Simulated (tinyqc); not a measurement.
Inside a calculation. Method: ROHF in the sto-3g basis, for H3, spin multiplicity 2. One step of it, computed by the program tinyqc.

Problem. Iteration 1: building the Fock matrix. J_ij = sum D_kl (ij|kl) with D = D(alpha) + D(beta), K_ij = sum D_kl (ik|jl) for each spin; F = H + J - K(s); E = tr D H + tr D J / 2 - 0.5 sum_s tr D(s) K(s) + E_nn.

D(alpha) at the start, order 1H 1s, 2H 1s, 3H 1s:
```
[[0.335362, -0.251871, 0.434793],
 [-0.251871, 1.168766, -0.295056],
 [0.434793, -0.295056, 0.564716]]
```

D(beta) at the start, order 1H 1s, 2H 1s, 3H 1s:
```
[[0.027445, 0.136501, 0.040632],
 [0.136501, 0.678917, 0.202094],
 [0.040632, 0.202094, 0.060157]]
```

core Hamiltonian H = T + V (hartree), order 1H 1s, 2H 1s, 3H 1s:
```
[[-1.233299, -0.525662, -0.526041],
 [-0.525662, -1.233165, -0.525682],
 [-0.526041, -0.525682, -1.233307]]
```

Two-electron integrals (ij|kl) in chemists' order, unique and non-zero (hartree):
```
(11|11) 0.774606   (21|11) 0.171328   (21|21) 0.055383   (22|11) 0.374279
(22|21) 0.171328   (22|22) 0.774606   (31|11) 0.171479   (31|21) 0.047531
(31|22) 0.124085   (31|31) 0.055471   (32|11) 0.124028   (32|21) 0.047500
(32|22) 0.171336   (32|31) 0.047533   (32|32) 0.055388   (33|11) 0.374403
(33|21) 0.124025   (33|22) 0.374285   (33|31) 0.171479   (33|32) 0.171336
(33|33) 0.774606
```

nuclear repulsion = 1.15809346 hartree

Give: Coulomb J; exchange K(alpha); exchange K(beta); F(alpha); F(beta); total energy of this density.

Solution.

Coulomb J (hartree), order 1H 1s, 2H 1s, 3H 1s:
```
[[1.3070, 0.4798, 0.4316],
 [0.4798, 1.8475, 0.4926],
 [0.4316, 0.4926, 1.4140]]
```

exchange K(alpha) (hartree), order 1H 1s, 2H 1s, 3H 1s:
```
[[0.3906, 0.2003, 0.3029],
 [0.2003, 0.8091, 0.2175],
 [0.3029, 0.2175, 0.5448]]
```

exchange K(beta) (hartree), order 1H 1s, 2H 1s, 3H 1s:
```
[[0.1421, 0.2242, 0.1228],
 [0.2242, 0.6506, 0.2452],
 [0.1228, 0.2452, 0.1819]]
```

F(alpha) (hartree), order 1H 1s, 2H 1s, 3H 1s:
```
[[-0.3169, -0.2461, -0.3974],
 [-0.2461, -0.1947, -0.2507],
 [-0.3974, -0.2507, -0.3641]]
```

F(beta) (hartree), order 1H 1s, 2H 1s, 3H 1s:
```
[[-0.0684, -0.2700, -0.2173],
 [-0.2700, -0.0363, -0.2783],
 [-0.2173, -0.2783, -0.0012]]
```

total energy of this density = -1.152606 hartree
